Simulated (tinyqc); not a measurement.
# Surface potential of a MOS transistor: implicit equation and explicit approximations, step by step

Program tinyqc, `OMP_NUM_THREADS=1 python tinyqc.py 2122035 2122036 out.jsonl`; Intel Xeon 2.30GHz, shared host, one thread, about 0.01 s. Printed values are rounded.

p-type body, charge-sheet picture, depletion and inversion only, full ionisation (an idealisation for deep acceptors), Boltzmann statistics (rough once Na exp(x - xn) passes about Nc/7). In units of Vt: xg = (Vg - Vfb)/Vt, x = psi/Vt, G = gamma/sqrt(Vt), xn = (2 phiF + Vc)/Vt. The implicit equation is (xg - x)^2 = G^2 [x - 1 + exp(x - xn)] for x above about 3. Cox = eps0 eox/tox.

Inputs (values chosen for the exercise); band and dielectric values close to those of silicon: temperature T = 400 K; band gap Eg = 1.13 eV; relative permittivity eps_r = 11.9; conduction-band density of states at T Nc = 4.3e19 cm^-3; valence-band density of states at T Nv = 4e19 cm^-3; relative permittivity of the gate insulator (close to hafnium oxide) eox = 22.3; insulator thickness tox = 45 nm; acceptor density Na = 1.2e17 cm^-3; flat-band voltage Vfb = -0.4 V; channel-body voltage Vc = 1 V; gate-body voltage Vg = 1.7 V.

Constants: q = 1.602176634e-19 C, kB = 1.380649e-23 J/K, Vt = kB T/q, eps0 = 8.8541878128e-14 F/cm where lengths are in cm. Results are converted to the units shown.

## Scales

ni = sqrt(Nc Nv) exp(-Eg/(2 Vt)), Eg in volts; phiF = Vt ln(Na/ni); gamma = sqrt(2 q eps0 eps_r Na)/Cox; VT = Vfb + Vt (xn + G sqrt(xn - 1)).

phiF = 0.363516 V
gamma = 0.458741 V^0.5
G = 2.47088
xn = 50.1035
VT = 1.92385 V
xg = 60.9237

## Explicit approximation

Depletion value a = 1 + [sqrt(G^2/4 + xg - 1) - G/2]^2; inversion value b = xn + ln[(xg - xn)^2/G^2 - xn + 1] and first guess y = min(a, b) - ln(1 + exp(-|a - b|)) if a > xn + 1, else b = y = a; one second-order correction with D = exp(y - xn), p = 2 (xg - y) + G^2 (1 + D), w = (xg - y)^2 - G^2 (y - 1 + D): z = y + 2 w/(p + sqrt(p^2 - 2 (2 - G^2 D) w)), or the Newton step z = y + w/p where the root is not real.

a = 44.6071
b = 44.6071
y = 44.6071
p = 38.7635
w = -0.0250422
z = 44.6065

The root of the implicit equation is x = 44.6065; y misses it by 6.5e-4 and z by -2.8e-14, in units of Vt.

## Starting value

x = a rounded to two decimals.

x at the start = 44.61

## Iteration 1: new x

D = exp(x - xn), f = (xg - x)^2 - G^2 (x - 1 + D), f' = -2 (xg - x) - G^2 (1 + D), x(new) = x - f/f'.

D = 0.00411362
f = -0.136889
f' = -38.7578
x after iteration 1 = 44.6065

## Iteration 2: new x

As before.

D = 0.00409911
f = 1.23179e-5
f' = -38.7648
x after iteration 2 = 44.6065

## Course of the iteration

Stop when the step is below 1e-11, or after 60 iterations.

Course of the iteration:

| iteration | x before the step | step |
|---|---|---|
| 1 | 44.61 | -3.53e-3 |
| 2 | 44.6065 | 3.18e-7 |
| 3 | 44.6065 | 0 |

Converged in 3 iterations.

## Potential, charges and gate control

converged x = 44.6065

psi = Vt x; N_dep = Cox Vt G sqrt(x - 1)/q; N_inv = (Cox Vt G/q) [sqrt(x - 1 + exp(x - xn)) - sqrt(x - 1)]; dpsi/dVg = 1/[1 + G^2 (1 + exp(x - xn))/(2 (xg - x))].

psi = 1.53756 V
N_dep = 1.54025e12 cm^-2
N_inv = 7.2392e7 cm^-2
dpsi/dVg = 0.841860

psi lies 5.5 Vt below 2 phiF + Vc.
